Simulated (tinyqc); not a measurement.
# Threshold-voltage variability of a planar MOSFET, analytic estimates: what changes with what

Three independent sources add in quadrature: random dopants in the depleted layer, metal-gate grains of two orientations, and roughness of the two gate edges acting through the roll-off VT = VT(long) - Vr exp(-L/l). These are first-order estimates: no three-dimensional electrostatics, no percolation.

Parameters, values chosen for the exercise; material values close to those of silicon: temperature T = 300 K; band gap Eg = 1.14 eV; relative permittivity of the semiconductor eps_r = 11.7; conduction-band density of states at T Nc = 2.77e19 cm^-3; valence-band density of states at T Nv = 2.7e19 cm^-3; channel doping Na = 6.7e17 cm^-3; oxide-equivalent thickness in inversion ti = 1.3 nm; gate length L = 45 nm; metal grain size G = 4 nm; work-function difference of the two grain orientations dW = 0.15 eV; share of the orientation of higher work function p = 0.5; rms roughness of one gate edge De = 1.2 nm; correlation length of the roughness La = 30 nm; decay length of the threshold roll-off l = 8.5 nm; prefactor of the roll-off Vr = 1.4 V.

Constants: q = 1.602176634e-19 C, kB = 1.380649e-23 J/K, Vt = kB T/q, eps0 = 8.8541878128e-14 F/cm where lengths are in cm. Results are converted to the units shown.

Each table varies one quantity; the others keep the values above.

## Scaling length and width together

ni = sqrt(Nc Nv) exp(-Eg/(2 Vt)), Eg in volts; Cox = 3.9 eps0/ti; Wd = sqrt(4 eps0 eps_r Vt ln(Na/ni)/(q Na)); dopants: s1 = (q/Cox) sqrt(Na Wd/(3 L W)). Grains: Ng = L W/G^2 (at least 1), s2 = dW sqrt(p (1 - p)/Ng). Edges, with exponential correlation and u = W/La: the mean gate length has sL^2 = 2 De^2 (2/u)[1 - (1 - exp(-u))/u]; s3 = sL (Vr/l) exp(-L/l). s = sqrt(s1^2 + s2^2 + s3^2). l and Vr are held fixed. W = 3.555555556 L in every row; l is held fixed.

Results:
```
L (nm)  s1 (mV)  s2 (mV)   s3 (mV)  s (mV)  s sqrt(L W) (mV um)
29        10.78    5.486     5.961   13.49               0.7375
36        8.685    4.419     2.429   10.04               0.6818
44        7.106    3.616    0.8795   8.022               0.6655
54        5.790    2.946    0.2500   6.501               0.6620
81        3.860    1.964  0.008777   4.331               0.6615
99        3.158    1.607  9.652e-4   3.544               0.6615
```

Estimate the missing row, L = 66 nm.

Computed row:
```
L (nm)  s1 (mV)  s2 (mV)  s3 (mV)  s (mV)  s sqrt(L W) (mV um)
66        4.737    2.411  0.05603   5.316               0.6616
```

With this row back in the table: As L goes from 29 to 99 nm, s falls from 13.5 to 3.54 mV. The dopants are the largest source in the first and the last row. The product s sqrt(L W) falls from 0.737 to 0.662 mV um: s1 and s2 go as 1/sqrt(L W), so the change comes from s3 alone. For L = 29 to 36 nm the depletion depth exceeds L, so source and drain share much of the charge and s1 is rough.

## Effect of the gate width

Same model as above.

l and Vr are held fixed.

Result of one run:
```
W (nm)  s1 (mV)  s2 (mV)  s3 (mV)  s (mV)  s sqrt(L W) (mV um)
87       9.4227   4.7946  0.95696  10.616              0.66422
```

What becomes of these results when the gate width W is changed from 87 to 230 nm, all else the same?

Result of the changed run:
```
W (nm)  s1 (mV)  s2 (mV)  s3 (mV)  s (mV)  s sqrt(L W) (mV um)
230      5.7952   2.9488  0.66846  6.5366              0.66500
```

The whole series:
```
W (nm)  s1 (mV)  s2 (mV)  s3 (mV)  s (mV)  s sqrt(L W) (mV um)
53       12.072   6.1430   1.0878  13.589              0.66364
87       9.4227   4.7946  0.95696  10.616              0.66422
140      7.4280   3.7796  0.81545  8.3741              0.66467
230      5.7952   2.9488  0.66846  6.5366              0.66500
370      4.5691   2.3250  0.54177  5.1552              0.66520
610      3.5585   1.8107  0.42920  4.0157              0.66532
980      2.8075   1.4286  0.34191  3.1686              0.66540
1600     2.1972   1.1180  0.26922  2.4800              0.66545
```

As W goes from 53 to 1600 nm, s falls from 13.6 to 2.48 mV. The dopants are the largest source in the first and the last row. The product s sqrt(L W) stays near 0.665 mV um: s1 and s2 count independent dopants and grains, so they go as 1/sqrt(L W), and s3 is too small to matter.

Numbers from tinyqc (`OMP_NUM_THREADS=1 python tinyqc.py 2090061 2090062 out.jsonl`; about 0.01 s on one thread of a shared Intel Xeon 2.30GHz).
